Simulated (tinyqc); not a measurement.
Inside a calculation. Method: CIS on RHF in the sto-3g basis, for H4, spin multiplicity 1. One step of it, computed by the program tinyqc.

Task: CIS matrix, triplets. A(ia,jb) = (e_a - e_i) d_ij d_ab - (ij|ab).

orbital energies (hartree): MO1 -0.710884, MO2 -0.413209, MO3 0.400294, MO4 1.174132

Two-electron integrals over orbitals (pq|rs), unique and non-zero (hartree):
```
(11|11) 0.535199    (21|21) 0.158052    (22|11) 0.470897    (22|22) 0.488388
(31|11) -0.087041   (31|22) 0.005399    (31|31) 0.107258    (32|21) 0.102004
(32|32) 0.136228    (33|11) 0.484924    (33|22) 0.481440    (33|31) -0.017416
(33|33) 0.505523    (41|21) 0.045500    (41|32) -0.045039   (41|41) 0.093844
(42|11) 0.090678    (42|22) 0.012184    (42|31) -0.095178   (42|33) 0.012968
(42|42) 0.102401    (43|21) -0.148415   (43|32) -0.101495   (43|41) -0.043098
(43|43) 0.160908    (44|11) 0.567165    (44|22) 0.505309    (44|31) -0.093433
(44|33) 0.527074    (44|42) 0.103280    (44|44) 0.640875
```

Give: CIS matrix A, triplet.

Result:

CIS matrix A, triplet (hartree), lower triangle:
```
        1>3     1>4     2>3     2>4
1>3  0.6263
1>4  0.0000  1.3179
2>3  0.0000  0.1484  0.3321
2>4  0.1484  0.0000  0.0000  1.0820
```
